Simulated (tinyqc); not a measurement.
How far the derived k.p bands hold: k.p values derived from sp3s* tight binding at Gamma.

sp3s* tight binding, nearest neighbours only: anion (a) at 0, cation (c) at a/4 (1,1,1), orbitals s, px, py, pz, s* on each; k in units of 2 pi/a. With phases e_j = exp(i (pi/2) k.n_j) for n = (1,1,1), (1,-1,-1), (-1,1,-1), (-1,-1,1): g0 = (e1+e2+e3+e4)/4, g1 = (e1+e2-e3-e4)/4, g2 = (e1-e2+e3-e4)/4, g3 = (e1-e2-e3+e4)/4. The diagonal holds the levels Esa, Epa, Exa (s*) and Esc, Epc, Exc. Anion-cation block: <sa|sc> = Vss g0; <sa|xc> = Vsapc g1; <xa|sc> = -Vscpa g1; <xa|xc> = Vxx g0; <xa|yc> = <ya|xc> = Vxy g3, <xa|zc> = <za|xc> = Vxy g2, <ya|zc> = <za|yc> = Vxy g1; <s*a|xc> = Vxapc g1; <xa|s*c> = -Vpaxc g1; y and z take g2 and g3 in place of g1; s-s* and s*-s* vanish.

Constants: hbar^2/2m0 = 3.80998211 eV angstrom^2.

Values chosen for the exercise (near a published set for GaAs, fitted to gaps, whose masses and valley positions are rough; shifted at random, so the results belong to these values and not to a real crystal): a = 5.651 angstrom (lattice constant); Esa = -8.338 eV (s level of the anion); Epa = 1.04 eV (p level of the anion); Esc = -2.662 eV (s level of the cation); Epc = 3.673 eV (p level of the cation); Exa = 8.58 eV (s* level of the anion); Exc = 6.742 eV (s* level of the cation); Vss = -6.427 eV (s-s); Vxx = 1.952 eV (px-px); Vxy = 5.073 eV (px-py); Vsapc = 4.5 eV (s anion, p cation); Vscpa = 5.767 eV (s cation, p anion); Vxapc = 4.848 eV (s* anion, p cation); Vpaxc = 4.807 eV (p anion, s* cation).

Couplings:
```
pair       P (eV angstrom)  E(first) - E(second) (eV)
S+ to P-          -7.65648                    1.52367
S+ to P+          -0.14050                   -3.18525
S- to P-           1.42637                  -12.52775
s*a to P-         -3.21557                    8.57796
s*c to P-          5.99610                    6.73996
```

mass = 0.11687 m0

L, M, N (eV angstrom^2): -43.2364  -9.2929  -47.3649

Along [100]: level 5 and level 2 of the full matrix against parabolas c k^2/m and L k^2, and against the two-level form that keeps S+ and the x state of P- exactly, [[EG + (c/m - P^2/EG) k^2, P k], [P k, (L + P^2/EG) k^2]]. Energies from Ev.

Levels (eV):
```
k (1/angstrom)  c: full  c: parabola  c: two-level  v: full  v: parabola  v: two-level
0.02             1.5365       1.5367        1.5366  -0.0171      -0.0173       -0.0171
0.04             1.5734       1.5758        1.5736  -0.0668      -0.0692       -0.0669
0.06             1.6299       1.6410        1.6306  -0.1445      -0.1557       -0.1452
0.09             1.7394       1.7877        1.7427  -0.3019      -0.3502       -0.3052
0.12             1.8649       1.9931        1.8737  -0.4944      -0.6226       -0.5032
0.16             2.0383       2.3582        2.0608  -0.7867      -1.1069       -0.8094
0.30             2.5408       4.4577        2.6879  -1.9615      -3.8913       -2.1215
```

Give the missing row, k (1/angstrom) = 0.20.

Computed row:
```
k (1/angstrom)  c: full  c: parabola  c: two-level  v: full  v: parabola  v: two-level
0.20             2.2045       2.8277        2.2497  -1.1052      -1.7295       -1.1514
```

The conduction parabola stays within 10 meV up to k = 0.04 and the two-level form up to 0.12; for the light valence band, 0.04 and 0.12 (1/angstrom, among these rows; a dash would mean not even the first). At 0.2 the errors are +623 and +45 meV for the conduction band. Keeping the strongest coupling exactly removes most of that error; the rest comes from higher bands and from the lattice.

(tinyqc, `OMP_NUM_THREADS=1 python tinyqc.py 1482526 1482527 out.jsonl`, Intel(R) Xeon(R) Processor @ 2.30GHz, 1 thread, shared host, about 0.01 s.)
